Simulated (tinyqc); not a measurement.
MESFET, gradual channel with velocity saturation: course of the iteration: the saturation point by Newton steps.

A uniformly doped n-type channel, depleted from the top by a Schottky gate; at channel potential V the depleted share of a is u = sqrt((Vbi - Vg + V)/Vp), s at the source. Electrons drift with v = mu E/(1 + mu E/vsat). Abrupt depletion edge, no series resistance, source at 0.

a is the channel (half-)thickness, Vp its pinch-off voltage and Z = mu Vp/(vsat L); an iterate with u > 1 is an overshoot, not a physical state. f = (1 - u)(1 + Z (u^2 - s^2)) - Z F/3, F = 3 (u^2 - s^2) - 2 (u^3 - s^3); f' = -(1 + Z (u^2 - s^2)); u(new) = u - f/f'.

Stop when u changes by less than 1e-10, or after 5 iterations.

u at the start = 0.727
Z = 27.2578
s = 0.726896

Course of the iteration:

| iteration | u | \|change\| |
|---|---|---|
| 1 | 0.998884 | 0.272 |
| 2 | 0.879456 | 0.119 |
| 3 | 0.830905 | 0.0486 |
| 4 | 0.820664 | 0.0102 |
| 5 | 0.820187 | 4.77e-4 |

Did this iteration meet its convergence test, and what does its course show?

No. Not converged within 5 iterations. The first step jumps to u = 0.999, and the change is still 4.8e-4 at the cap; nothing diverges, the cap is too low. A rerun with a cap of 40 iterations converges in 7 iterations.

Range of the model: The gate is shorter than twice a, where the gradual-channel approximation fails.

Computed by the program tinyqc: `OMP_NUM_THREADS=1 python tinyqc.py 2500119 2500120 out.jsonl`, one thread of a shared Intel Xeon 2.30GHz, about 0.07 s for the whole run.
